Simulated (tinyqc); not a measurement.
Permittivity and interface capacitance from two thicknesses.

Problem. 1/C = t/(eps0 ek) + 2/ci for planar capacitors that differ only in thickness. Find ek, ci and the EOT of the interfaces, 2 x 3.9 eps0/ci.

Constants: eps0 = 8.8541878128e-14 F/cm where lengths are in cm. Results are converted to the units shown.

C at t = 8.4 and 25 nm (uF/cm^2): [0.95034029, 0.32221903]

Answer. 1/C is a straight line in t: the slope gives ek and the intercept 2/ci. A single thickness would give only the effective permittivity; when the interfaces are a small part of 1/C, ci needs very accurate data.

ek = 9.14
ci = 140 uF/cm^2
EOT of the interfaces = 0.0493 nm

tinyqc, about 0.01 s, one thread, Intel Xeon 2.30GHz (shared host): `OMP_NUM_THREADS=1 python tinyqc.py 2102158 2102159 out.jsonl`
